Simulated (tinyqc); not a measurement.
What each parameter does: finite square well with mass mismatch (envelope functions).

A square well of width L and depth V0, mass mw inside and mb outside, energies from the bottom of the well, c = hbar^2/2m0. k = sqrt(mw E/c), kappa = sqrt(mb (V0 - E)/c). psi and psi'/m are continuous at the walls (BenDaniel-Duke), so level n solves k L + 2 atan[(k/mw)/(kappa/mb)] = n pi.

Constants: hbar^2/2m0 = 3.80998211 eV angstrom^2.

Parameters, chosen for this exercise (near those of the light valleys of a Si film in HfO2; not measured data):

| symbol | value | unit | meaning |
|---|---|---|---|
| L | 66 | angstrom | well width |
| V0 | 1.46 | eV | barrier height |
| mw | 0.184 | m0 | mass in the well |
| mb | 0.172 | m0 | mass in the barrier |

Parabolic bands. Pb is the probability of level 1 in the barriers, (A^2/kappa)/(A^2/kappa + L/2 + sin(kL)/(2k)) with A = cos(kL/2). Each row changes one parameter from the base and keeps the others.

Results:

| case | E1 (eV) | bound levels | Pb | V0 - E1 (eV) |
|---|---|---|---|---|
| base | 0.0380 | 6 | 0.0026 | 1.4220 |
| L = 59 angstrom | 0.0465 | 5 | 0.0036 | 1.4135 |
| V0 = 1.241 eV | 0.0374 | 6 | 0.0033 | 1.2036 |
| mw = 0.2024 m0 | 0.0352 | 6 | 0.0022 | 1.4248 |
| mb = 0.215 m0 | 0.0372 | 6 | 0.0028 | 1.4228 |

The largest shifts from the base row, up to three for each result and ties (the steps differ in size, so this ranks the rows, not the parameters). E1 (eV): L +0.0084, mw -0.0028, mb -0.0009. bound levels: L -1; unchanged at the printed digits by V0, mw and mb. Pb: L +0.0009, V0 +0.0006, mw -0.0004. V0 - E1 (eV): V0 -0.2184, L -0.0084, mw +0.0028.

Program tinyqc; command `OMP_NUM_THREADS=1 python tinyqc.py 1280462 1280463 out.jsonl`; about 0.01 s on one thread of a shared Intel(R) Xeon(R) Processor @ 2.30GHz.
